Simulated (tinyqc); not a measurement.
# Peak shift with the field

The DLTS signal is S = C(t2) - C(t1), the change of the capacitance transient between two sampling times. Emission rate en = sn vth(T) Nc(T) exp(-Et/kB T) = sn g T^2 exp(-Et/kB T), g = vth Nc/(300 K)^2, as vth goes as T^0.5 and Nc as T^1.5 (degeneracy factor 1). For an exponential transient S peaks where en = ew = ln(t2/t1)/(t2 - t1). A Coulomb centre of charge +q (when empty) in the field F lowers its barrier by dE = sqrt(q F/(pi eps0 eps_r)) along the field. One-dimensional rate: en exp(b), b = dE/kB T; three-dimensional (Hartke): en {[1 + (b - 1) exp(b)]/b^2 + 1/2}. The peak temperatures solve rate = ew.

Values chosen for this exercise; material values close to those of gallium nitride: relative permittivity eps_r = 9.43; conduction-band density of states at 300 K Nc = 2.26e18 cm^-3; thermal velocity at 300 K vth = 2.6e7 cm/s; depth of the trap below the conduction edge Et = 0.59 eV; capture cross-section sn = 1.5e-16 cm^2; first sampling time t1 = 0.2 ms; second sampling time t2 = 2 ms.

Constants: q = 1.602176634e-19 C, kB = 1.380649e-23 J/K, eps0 = 8.8541878128e-14 F/cm where lengths are in cm. Results are converted to the units shown.

Result of one run:
```
F (kV/cm)  dE (meV)  T peak, one-dimensional (K)  T peak, three-dimensional (K)
10           24.714                       401.72                         411.36
```

What becomes of these results when the field at the trap F is changed from 10 to 1.9 kV/cm, all else the same?

Result of the changed run:
```
F (kV/cm)  dE (meV)  T peak, one-dimensional (K)  T peak, three-dimensional (K)
1.9          10.773                       410.53                         414.92
```

The whole series:
```
F (kV/cm)  dE (meV)  T peak, one-dimensional (K)  T peak, three-dimensional (K)
1.9          10.773                       410.53                         414.92
4.4          16.394                       406.98                         413.55
10           24.714                       401.72                         411.36
23           37.481                       393.63                         407.62
54           57.431                       380.95                         400.87
120          85.613                       362.95                         389.49
280          130.78                       333.91                         367.44
```

dE grows as the square root of F, from 10.8 to 131 meV. The peak, at 417.3 K without field, moves down by 83.4 K (one-dimensional) or 49.9 K (three-dimensional) in the last row. A centre that is neutral when empty has no such long-range lowering, so the shift tells the charge state.

Program tinyqc, `OMP_NUM_THREADS=1 python tinyqc.py 2050052 2050053 out.jsonl`; Intel Xeon 2.30GHz, shared host, one thread, about 0.01 s.
